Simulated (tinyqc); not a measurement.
Koster-Slater impurity in a tight-binding band, by Green functions and by supercells: one step, computed by the program tinyqc.

One orbital per site, e(k) = -2 t sum cos(k_i) over 3 direction(s), band from -6 t to 6 t, lattice constant 1. One site has the extra energy U. Spin is left out.

Problem. The level in the supercell. In a periodic cell of N sites along each direction with Bloch vector K, the level solves 1/U = N^-d sum_k 1/(E - e(k)), k_i = (2 pi m_i + K_i)/N, m_i = 0..N-1; the outermost root on the side of U is taken (bisection). d is the number of directions. Gamma means K_i = 0, the zone corner K_i = pi, the quarter point K_i = pi/2. The error is measured against the isolated level E_b.

Inputs (values chosen for the exercise, for a model band): hopping t = 0.51 eV; impurity potential U = -2.42 eV; supercell edge N = 3 sites.

Lattice: simple cubic.

level E_b = -3.189999 eV

Give: level at Gamma; level at the corner; level at the quarter point; error at Gamma; width between Gamma and the corner.

Solution.

level at Gamma = -3.413 eV

level at the corner = -2.959 eV

level at the quarter point = -3.169 eV

error at Gamma = -0.2227 eV

width between Gamma and the corner = 0.4538 eV

Images turn the level into a band 0.454 eV wide; the quarter point misses the isolated level by 0.021 eV, far less than Gamma, because the leading hopping between images averages out there.
